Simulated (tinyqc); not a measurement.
Inside a calculation. Method: harmonic frequencies on the RHF/6-31g surface (energies and gradients from PySCF), for H2, spin multiplicity 1. One step of it, computed by the program tinyqc.

Problem. One row of the Hessian: 2Hz. Displace 2Hz by +/-0.002 bohr; H(k, :) = (g(+) - g(-)) / (2 delta).

optimised positions (bohr):
```
           x         y         z
1H  0.000000  0.000000  0.089795
2H  0.000000  0.000000  1.469229
```

gradient at +delta (hartree/bohr):
```
             x           y            z
1H  0.00000000  0.00000000  -0.00082427
2H  0.00000000  0.00000000   0.00082427
```

gradient at -delta (hartree/bohr):
```
             x           y            z
1H  0.00000000  0.00000000   0.00082233
2H  0.00000000  0.00000000  -0.00082233
```

Give: row of the Hessian.

Solution.

row of the Hessian (hartree/bohr^2): 1Hx 0.000000, 1Hy 0.000000, 1Hz -0.411650, 2Hx 0.000000, 2Hy 0.000000, 2Hz 0.411650
